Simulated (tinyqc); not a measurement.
# Which input was changed?

Model: mobility of a non-polar semiconductor in the relaxation-time approximation. Computed by tinyqc, a small Python program. Command: `OMP_NUM_THREADS=1 python tinyqc.py 3022129 3022130 out.jsonl rta which`. One thread of a shared host (Intel(R) Xeon(R) Processor @ 2.30GHz), about 0.09 s of CPU time with the checks.

Each valley is treated as a sphere of mass m_d for states and rates, with one isotropic relaxation time; the conductivity mass m_c sets the current.

Inputs (values chosen for the exercise, modelled on electrons in diamond):
```
quantity                                          value       unit
longitudinal mass m_l                               1.5        m_0
transverse mass m_t                               0.279        m_0
equivalent valleys Z                                  6          -
non-parabolicity alpha                             0.19       1/eV
static permittivity eps_s                           5.7          -
density rho                                        3515     kg/m^3
sound velocity v_l                                17700        m/s
acoustic deformation potential D_A                  8.3         eV
phonon energy hbar w                                145        meV
optical or intervalley deformation potential D_o    8.9  1e8 eV/cm
final valleys Z_f                                     5          -
carrier density n                                 2e+14     1/cm^3
compensation ratio C                                  0          -
temperature T                                       100          K
alloy fraction x                                   0.14          -
alloy potential U                                  0.62         eV
lattice constant a                                 3.57   angstrom
```

Band: Kane. Impurity formula: Conwell-Weisskopf. Further scattering: alloy.

Constants: k_B = 8.617333262e-05 eV/K; m_0 = 9.1093837015e-31 kg; e = 1.602176634e-19 C; hbar = 1.054571817e-34 J s; eps_0 = 8.8541878128e-12 F/m; k_B = 1.380649e-23 J/K; hbar = 6.582119569e-16 eV s.

Method:
- m_d = (m_l m_t^2)^(1/3); 1/m_c = (1/m_l + 2/m_t)/3; Hall mass factor A = 3 K_m (K_m + 2)/(2 K_m + 1)^2, K_m = m_l/m_t; N_I = n (1 + C)/(1 - C).
- Kane band: hbar^2 k^2/(2 m) = E (1 + alpha E), speed v = hbar k/(m (1 + 2 alpha E)), states per spin, volume and energy g(E) = m k (1 + 2 alpha E)/(2 pi^2 hbar^2); overlap factors are set to 1. Here m = m_d. Masses are multiplied by m_0 and all formulas are in SI units.
- The reduced Fermi level eta = E_F/(k_B T) solves n = 2 Z int g f dE with f = 1/(1 + exp(x - eta)) (Z = 1 unless valleys are given); screening length L_s = sqrt(eps_s eps_0 k_B T/(e^2 dn/deta)), dn/deta = 2 Z int g f (1 - f) dE.
- Integrals over x = E/(k_B T) use 160 Gauss-Legendre points in u = sqrt(x) from 0 to sqrt(max(eta, 0) + 32).
- Phonon occupation N_q = 1/(exp(hbar w/(k_B T)) - 1).
- Acoustic deformation potential (elastic, equipartition, absorption and emission together): 1/tau = 2 pi k_B T D_A^2 g(E)/(hbar rho v_l^2).
- Optical or intervalley deformation potential: 1/tau = (pi Z_f D_o^2/(rho w)) [N_q g(E + hbar w) + (N_q + 1) g(E - hbar w)], with g = 0 below the band edge.
- Each optical term is multiplied by (1 - f(E'))/(1 - f(E)), E' the final energy, for Pauli blocking.
- Singly charged impurities, momentum relaxation: 1/tau = N_I e^4 m (1 + 2 alpha E) Phi/(8 pi (eps_s eps_0)^2 hbar^3 k^3), with alpha = 0 for a parabolic band.
- Conwell-Weisskopf: Phi = ln(1 + y^2), y = 4 pi eps_s eps_0 E N_I^(-1/3)/e^2 (largest impact parameter N_I^(-1/3)/2).
- Alloy disorder: 1/tau = (2 pi/hbar) Omega x (1 - x) U^2 g(E), Omega = a^3/4 (other conventions for Omega rescale U).
- mu = (m_d/m_c) (2 Z e/(3 n k_B T)) int g v^2 tau f (1 - f) dE.
- Averages over x are split at the emission threshold x_0 = hbar w/(k_B T): 64 Gauss-Legendre points in sqrt(x) below it and 128 in sqrt(x - x_0) above it, up to x = max(eta, 0) + 32.
- Rates are added at each energy before the average. With <y> = int g v^2 y f (1 - f) dE: Hall factor r_H = A (3 n k_B T/(2 Z m_d)) <tau^2/(1 + 2 alpha E)>/<tau>^2 (alpha = 0 for a parabolic band); Hall mobility r_H mu; |S| = (k_B/e) (<x tau>/<tau> - eta); resistivity 1/(n e mu).

Task: One of these inputs alone was changed, within the range given: longitudinal mass m_l (0.75 to 3); acoustic deformation potential D_A (4.15 to 16.6); optical or intervalley deformation potential D_o (4.45 to 17.8); non-parabolicity alpha (0.095 to 0.38). Which one, and to what value?

Results:
```
run     drift mobility mu (cm^2/(V s))  Hall factor r_H  Seebeck coefficient |S| (microvolt/K)
before                        4903.813        0.9375804                               1112.318
after                         4582.561        0.9408115                               1111.817
```

Result:

Each candidate set to reproduce drift mobility mu, and what it then gives:
```
candidate                                                     range searched  value needed  Hall factor r_H  Seebeck coefficient |S| (microvolt/K)
longitudinal mass m_l (m_0)                                        0.75 to 3         1.705          0.92959                                 1117.2
acoustic deformation potential D_A (eV)                         4.15 to 16.6         10.30          0.94081                                 1111.8
optical or intervalley deformation potential D_o (1e8 eV/cm)    4.45 to 17.8  out of reach                -                                      -
non-parabolicity alpha (1/eV)                                  0.095 to 0.38  out of reach                -                                      -
```

Only acoustic deformation potential D_A fits every result: it went from 8.3 to 10.3 eV. The next best candidate, longitudinal mass m_l, misses one result by 1.2 %.

Caution: diamond forms no such random alloy, so the alloy term is a formal exercise. Caution: n is taken as given; at low temperature (in diamond even at 300 K) real dopants can freeze out, which changes n and N_I.
